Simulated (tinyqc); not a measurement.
Changing the repulsive exponent n: pair-potential crystal by lattice sums. Computed by tinyqc, a small Python program. Command: `OMP_NUM_THREADS=1 python tinyqc.py 3027326 3027327 out.jsonl pairsum sweep`. One thread of a shared host (Intel(R) Xeon(R) Processor @ 2.30GHz), about 0.04 s of CPU time with the checks.

Energy per atom E = (1/2) sum over neighbours of phi(r); d is the nearest-neighbour distance.

Inputs (values chosen for the exercise, for model atoms): well depth eps = 0.0785 eV; pair minimum r0 = 2.55 angstrom; cut-off r_c/r0 = 2.04; attractive exponent m = 6.

Potential: Mie n-m. Structure: hcp.

Constants: 1 eV/angstrom^3 = 160.2176634 GPa.

Method:
- phi0(r) = eps [m (r0/r)^n - n (r0/r)^m]/(n - m); shifted-force cut-off: phi(r) = phi0(r) - phi0(r_c) - (r - r_c) phi0'(r_c) for r < r_c, zero beyond.
- Shells (distance in units of d, count): fcc 1.0000 (12), 1.4142 (6), 1.7321 (24), 2.0000 (12), 2.2361 (24), 2.4495 (8), 2.6458 (48), 2.8284 (6), 3.0000 (36), 3.1623 (24); hcp 1.0000 (12), 1.4142 (6), 1.6330 (2), 1.7321 (18), 1.9149 (12), 2.0000 (6), 2.2361 (12), 2.3805 (12), 2.4495 (6), 2.5166 (6), 2.5820 (12), 2.6458 (24), 2.7080 (6), 2.8868 (12), 3.0000 (12), 3.1091 (24), 3.1623 (12); bcc 1.0000 (8), 1.1547 (6), 1.6330 (12), 1.9149 (24), 2.0000 (8), 2.3094 (6), 2.5166 (24), 2.5820 (24), 2.8284 (24), 3.0000 (32); sc 1.0000 (6), 1.4142 (12), 1.7321 (8), 2.0000 (6), 2.2361 (24), 2.4495 (24), 2.8284 (12), 3.0000 (30), 3.1623 (24); diamond 1.0000 (4), 1.6330 (12), 1.9149 (12), 2.3094 (6), 2.5166 (12), 2.8284 (24), 3.0000 (16). Volumes per atom in d^3: fcc 0.70711, hcp 0.70711, bcc 0.76980, sc 1.00000, diamond 1.53960; hcp has the ideal c/a. Every shell inside the cut-off is summed.
- Equilibrium: dE/dd = 0 at the lowest minimum with d between 0.78 r0 and 1.45 r0; B = d^2 E''(d)/(9 Omega).
- Unrelaxed vacancy: removing an atom breaks its bonds (2|E|) and placing it on the surface returns |E|, so E_v = |E|.

One run for each value:
```
repulsive exponent n  energy per atom (eV)  equilibrium distance d (angstrom)  bulk modulus B (GPa)
8                                  -0.4686                              2.478                  45.0
9                                  -0.4739                              2.489                  49.4
10                                 -0.4767                              2.498                  53.8
12                                 -0.4787                              2.511                  62.6
14                                 -0.4788                              2.519                  71.6
16                                 -0.4784                              2.525                  80.7
20                                 -0.4775                              2.532                  99.1
24                                 -0.4768                              2.536                 117.7
```

Over the rows, energy per atom (eV) goes from -0.469 through a minimum among these rows, -0.479 at 14.0, to -0.477; equilibrium distance d (angstrom) rises from 2.48 to 2.54 (exponent d ln y / d ln x 0.038 between the first rows and 0.0088 between the last); bulk modulus B (GPa) rises from 45.0 to 118 (exponent d ln y / d ln x 0.79 between the first rows and 0.94 between the last). A harder core resists the pull of the further shells, so d stays nearer r0, and it stiffens the well.

Extremes, crossings and ranges named in words are read from the listed rows.
